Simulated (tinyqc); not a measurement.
Inside a calculation. Method: plane-wave Kohn-Sham cycle with exchange-only LDA in a layered model solid. One step of it, computed by the program tinyqc.

Problem. Iteration 1: Hamiltonian at one k. H(m,m') = (k + G_m)^2/2 delta + V(G_m - G_m'), with V(-G) = V(G).

A solid whose potential varies along x alone (atomic units):

| parameter | value |
|---|---|
| period a | 4.400000 |
| cross-section of the cell | 33.000000 |
| electrons per cell | 2 |
| grid points | 16 |
| plane waves -n..n, n | 2 |
| k points | 3 |
| V1 in V1 cos(2 pi x/a) | -0.530000 |

V(G_m), m = 0, 1, 2, ... (hartree): -0.236054  -0.265000  0.000000  0.000000  0.000000

k = 0.000000 2 pi / a

Give: H.

Solution.

H (hartree):
```
         -2       -1       +0       +1       +2
-2   3.8423  -0.2650   0.0000   0.0000   0.0000
-1  -0.2650   0.7835  -0.2650   0.0000   0.0000
+0   0.0000  -0.2650  -0.2361  -0.2650   0.0000
+1   0.0000   0.0000  -0.2650   0.7835  -0.2650
+2   0.0000   0.0000   0.0000  -0.2650   3.8423
```
